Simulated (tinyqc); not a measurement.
# Bandgap voltage reference from two bipolar transistors: effect of the area ratio of the second transistor

Two transistors of area 1 and N carry the same current I. Is(T) = Is (T/T0)^eta exp[(Vg0 q/kB)(1/T0 - 1/T)], VBE1 = Vt ln(I/Is(T)) + I rb, VBE2 = Vt ln(I/(N Is(T))) + I rb/N. The amplifier forces I R1(T) = VBE1 - VBE2 + Vos, with R(T) = R (1 + tc (T - T0)) for both resistors, and the output is Vref = VBE1 + I R2(T). Base currents and the Early effect are neglected.

Vt = kB T/q; I = (Vt ln N + Vos)/(R1(T) - rb (1 - 1/N)). Box coefficient: span of Vref between 233 and 398 K over its average over T and over 165 K. The last column is the R2 that gives zero slope at T0.

Inputs (values chosen for the exercise); values of the order met in silicon bipolar transistors:
- T0 = 323 K (reference temperature)
- Vg0 = 1.207 V (band-gap voltage extrapolated to 0 K)
- eta = 3.4 (temperature exponent of the saturation current)
- Is = 1.6e-18 A (saturation current of the unit transistor at T0)
- R1 = 13 kohm (resistor across which the difference of VBE falls, at T0)
- tc = 1000 ppm/K (temperature coefficient of both resistors)
- Vos = -1.6 mV (offset of the amplifier)
- rb = 0 ohm (series resistance of the unit transistor)
- R2 = 111.2 kohm (output resistor at T0)

Constants: q = 1.602176634e-19 C, kB = 1.380649e-23 J/K. Results are converted to the units shown.

Effect of the area ratio of the second transistor:
```
N    I at T0 (uA)  Vref at T0 (V)  slope at T0 (uV/K)  box coefficient (ppm/K)  R2 for zero slope (kohm)
2           1.361          0.9159               -1086                     1167                     347.5
4           2.845           1.101              -515.3                    458.8                     167.3
8           4.329           1.278               30.57                    32.54                     109.0
15          5.675           1.435               516.7                    367.2                     82.42
24          6.681           1.552               876.9                    573.4                     69.57
48          8.165           1.722                1405                    826.1                     56.45
100         9.737           1.902                1961                     1044                     46.97
```

As N goes from 2 to 100, Vref rises from 0.9159 to 1.902 V and the box coefficient goes from 1170 through a minimum of 32.5 (at N = 8 among the rows listed) to 1040 ppm/K. A larger N needs a smaller R2/R1, which lowers the gain seen by offset and noise.

Numbers from tinyqc (`OMP_NUM_THREADS=1 python tinyqc.py 2062122 2062123 out.jsonl`; about 0.02 s on one thread of a shared Intel Xeon 2.30GHz).
